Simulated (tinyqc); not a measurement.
Thermoelectric coefficients with electrons and holes, Landauer integrals: two steps of the calculation.

Bulk parabolic band, x = (E - Ec)/kB T, C = hbar^2/(2 m0), kB T in eV. Modes per area gv m kB T x/(4 pi C) times the back-scattering length l0 x^rr give the transport function s0 X(x), s0 = (2 q^2/h) gv m kB T l0/(4 pi C), X = x^(1 + rr). Holes have the same form with the prefactor bb s0 and the reduced level -eta - xg in place of eta. I_k = int X (x - eta)^k w dx, w = 1/(4 cosh^2((x - eta)/2)).

Inputs (values chosen for the exercise):
```
symbol,value,unit,meaning
T,300,K,temperature
m,1.1,m0,mass of one valley
gv,2,,valleys
l0,2.1,nm,back-scattering length at x = 1
rr,1,,energy exponent of that length
kL,3.4,W/(m K),lattice thermal conductivity
eta,-2.9,,reduced Fermi level (EF - Ec)/kB T
xg,6.2,,gap over kB T
bb,0.23,,ratio of the hole prefactor to the electron prefactor
```

Constants: q = 1.602176634e-19 C, kB = 1.380649e-23 J/K, hbar = 1.054571817e-34 J s, h = 6.62607015e-34 J s, m0 = 9.1093837015e-31 kg, Vt = kB T/q, hbar^2/(2 m0) = 0.0380998212 eV nm^2. Results are converted to the units shown.

Question 1. Coefficients of the electrons. sigma = s0 I_0, S = -(kB/q) I_1/I_0, Lorenz number L = (kB/q)^2 [I_2/I_0 - (I_1/I_0)^2], kappa_e = L sigma T.

converged I_0, I_1, I_2: [0.10856857, 0.64275370, 4.1309742]

Wanted: s0; sigma; S; L; kappa_e.

Answer 1.

s0 = 193.28 S/cm
sigma = 20.985 S/cm
S = -510.17 uV/K
L = 2.2278 x 1e-8 V^2/K^2
kappa_e = 0.014025 W/(m K)

L is 8.8 % below the Sommerfeld value (pi^2/3)(kB/q)^2 = 2.443e-8 V^2/K^2.

Question 2. Both bands together. With both bands: sigma = sigma_n + sigma_p, S = (sigma_n S_n + sigma_p S_p)/sigma with S_p = +(kB/q) I_1/I_0 of the holes, and kappa_e is the sum of L sigma T of both bands and the bipolar term sigma_n sigma_p (S_p - S_n)^2 T/sigma. Power factor S^2 sigma, ZT = S^2 sigma T/(kappa_e + kL).

sigma = 20.984673 S/cm
S = -510.16815 uV/K
kappa_e = 0.014024702 W/(m K)
converged I_0, I_1, I_2 of the holes: [0.073097075, 0.46151005, 3.1331094]

Wanted: sigma_p; S_p; S; bipolar kappa; ZT.

Answer 2.

sigma_p = 3.2496 S/cm
S_p = 544.07 uV/K
S = -368.81 uV/K
bipolar kappa = 0.093820 W/(m K)
ZT = 0.028173

Holes carry 13.4 % of the conductivity and change S from -510 to -369 uV/K. Electrons alone would give ZT = 0.0480.

Range of the model: Parabolic bands, elastic scattering and a fixed kL make these model figures, not those of a material.

tinyqc, about 0.04 s, one thread, Intel Xeon 2.30GHz (shared host): `OMP_NUM_THREADS=1 python tinyqc.py 2800101 2800102 out.jsonl`
